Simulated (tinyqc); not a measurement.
Inside a calculation. Method: tight binding, honeycomb lattice. Computed by tinyqc, a small Python program that keeps every step. Settings: t1 = 2.75, t2 = 0.39, phi = -1.13, delta = 0, points = 7. Command: `OMP_NUM_THREADS=1 python tinyqc.py 29258 29259 out.jsonl` (the two numbers bound the seeds that draw the settings). One thread of a shared host (Intel(R) Xeon(R) Processor @ 2.60GHz), about 0.01 s of CPU time with the checks.

## Bloch Hamiltonian at k

Parameters chosen for this model:
```
parameter      value                        unit
t1          2.750000                 eV, nearest
t2          0.390000       eV, second neighbours
phi        -1.130000  rad, phase of t2 (Haldane)
delta              0          eV, +/- on A and B
```

k point k (fractions of the reciprocal vectors): [-0.030000, -0.120000]

H_AB = -t1 (1 + exp(-i k.a1) + exp(-i k.a2)); H_AA = delta - 2 t2 sum cos(k.b + phi), H_BB = -delta - 2 t2 sum cos(k.b - phi), b = a1, a2 - a1, -a2.

H(k) at k (eV), order A, B:
$$\begin{pmatrix}
-0.823212 & -7.455954-2.397803i \\
-7.455954+2.397803i & -0.877758
\end{pmatrix}$$

## Levels at k

Diagonalise the Hermitian matrix.

eigenvalues (eV): [-8.682563, 6.981594]

weights |c|^2 of the basis functions, order A, B:
$$\begin{pmatrix}
0.498259 & 0.501741 \\
0.501741 & 0.498259
\end{pmatrix}$$

## Bloch Hamiltonian at K

k point K (fractions of the reciprocal vectors): [0.333333, 0.666667]

As before.

H(k) at K (eV), order A, B:
$$\begin{pmatrix}
-1.333599 & 0.000000 \\
0.000000 & 2.331983
\end{pmatrix}$$

## Levels at K

As before.

eigenvalues (eV): [-1.333599, 2.331983]

weights |c|^2 of the basis functions, order A, B:
$$\begin{pmatrix}
1.000000 & 0.000000 \\
0.000000 & 1.000000
\end{pmatrix}$$

## Bands along a path

The same steps at evenly spaced points between the labelled ones.

Bands along the path (eV):
```
k             band 1    band 2
G          -9.248384  7.251616
G-K 0.25   -8.256549  6.770920
G-K 0.50   -5.700224  5.367429
G-K 0.75   -2.758013  3.423602
K          -1.333599  2.331983
K-M 0.25   -1.578265  2.519551
K-M 0.50   -1.995300  2.815340
K-M 0.75   -2.306546  3.015948
M          -2.417205  3.082795
M-K' 0.25  -2.306546  3.015948
M-K' 0.50  -1.995300  2.815340
M-K' 0.75  -1.578265  2.519551
K'         -1.333599  2.331983
```

With 1 band(s) filled, the highest filled level on these points lies at K and the lowest empty one at K: a gap of 3.6656 eV, direct.

## Chern number of the lower band

On a 7 x 7 mesh, the phase of the product of overlaps around each plaquette (k1 then k2); the sum over 2 pi is an integer.

plaquette phases (rad):
$$\begin{pmatrix}
0.000000 & 0.001838 & 0.023295 & 0.174329 & 0.020692 & -0.027291 & -0.009791 \\
0.001838 & 0.023257 & 0.056903 & 0.242204 & 0.217484 & -0.052367 & -0.027291 \\
0.023295 & 0.056903 & 0.124430 & 0.348873 & 0.723558 & 0.217484 & 0.020692 \\
0.174329 & 0.242204 & 0.348873 & 0.431703 & 0.348873 & 0.242204 & 0.174329 \\
0.020692 & 0.217484 & 0.723558 & 0.348873 & 0.124430 & 0.056903 & 0.023295 \\
-0.027291 & -0.052367 & 0.217484 & 0.242204 & 0.056903 & 0.023257 & 0.001838 \\
-0.009791 & -0.027291 & 0.020692 & 0.174329 & 0.023295 & 0.001838 & 0.000000
\end{pmatrix}$$

Chern number = 1.000000
